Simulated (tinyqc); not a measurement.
Core-shell quantum dot (spherical envelope functions), step by step. Values are carried at full precision from step to step, so a last printed digit may differ when a step is redone from the rounded ones.

Parabolic bands; strain and other valleys are left out. s states, u = r psi, hard wall at R + H, c = hbar^2/2m0, energies from the band edges of the core. Core: u = sin(k1 r)/k1, k1 = sqrt(m1 E/c). At R, psi and psi'/m are continuous, so u is continuous and its slope in the shell is s = u/R + (m2/m1)(u' - u/R). Shell: u(R + x) = u(R) cos(k2 x) + s sin(k2 x)/k2, k2 = sqrt(m2 (E - V)/c); for negative arguments the functions turn into sinh and cosh. A level has u(R + H) = 0.

Constants: hbar^2/2m0 = 3.80998211 eV angstrom^2; e^2/(4 pi eps0) = 14.39964547 eV angstrom; hc = 1239.841984 eV nm.

Values chosen for the exercise (near those of a CdTe/CdSe core-shell dot; the results hold for these values, not for the real material): R = 37 angstrom (core radius); H = 12 angstrom (shell thickness); Vc = -0.32 eV (conduction edge of the shell above that of the core); me1 = 0.104 m0 (electron, core); me2 = 0.134 m0 (electron, shell); E = 0.063 eV (trial energy of the electron); Vv = 0.568 eV (hole barrier of the shell); mh1 = 0.35 m0 (hole, core); mh2 = 0.436 m0 (hole, shell); Eg = 1.504 eV (gap of the core); eps = 6.7 (dielectric constant).

## Shooting at a trial energy

Carry the electron solution outwards.

k1^2 = 0.0017197 1/angstrom^2
k2^2 = 0.013470 1/angstrom^2
u(R) = 24.098 angstrom
s = -0.1409
u(R + H) = 3.073 angstrom

u(R + H) is positive: no node yet, so the lowest level lies above the trial energy.

## Ground states

Find the lowest root for electron and hole, and the share of u^2 inside the core.

Levels:
```
carrier   E (eV)  share in the core
electron  0.0802              0.790
hole      0.0608              0.987
```

The core holds 43 % of the volume. The line-up is of type II (Vc < 0), but the shell is too thin to draw the electron out, so both carriers sit mainly in the core.

## Overlap and Coulomb integrals

Overlap = (integral of u_e u_h)^2 with normalised u. Coulomb integrals J_ab = (q/eps) double integral of u_a(r)^2 u_b(s)^2/max(r, s), q = e^2/(4 pi eps0), one eps everywhere. Exciton E = Eg + E_e + E_h - J_eh; first-order biexciton shift J_ee + J_hh - 2 J_eh (positive: repulsive).

Integrate numerically.

overlap = 0.783

J_eh, J_ee, J_hh (meV): [75.4, 66.8, 91.2]

## Exciton and biexciton

Give E, the wavelength hc/E and the biexciton shift.

E = 1.570 eV
wavelength = 790 nm
biexciton shift = 7 meV

At first order the shift is the Coulomb integral of the net charge density with itself and cannot be negative; correlation, left out here, lowers it, and may reverse a shift as small as this.

## Checks

- Level without offset and mass step against c (pi/(R + H))^2/m, eV: both 0.1506.
- J_ee in that case against 1.786 q/(eps (R + H)), meV: both 78.3.

(tinyqc, `OMP_NUM_THREADS=1 python tinyqc.py 1251316 1251317 out.jsonl`, Intel(R) Xeon(R) Processor @ 2.30GHz, 1 thread, shared host, about 0.04 s.)
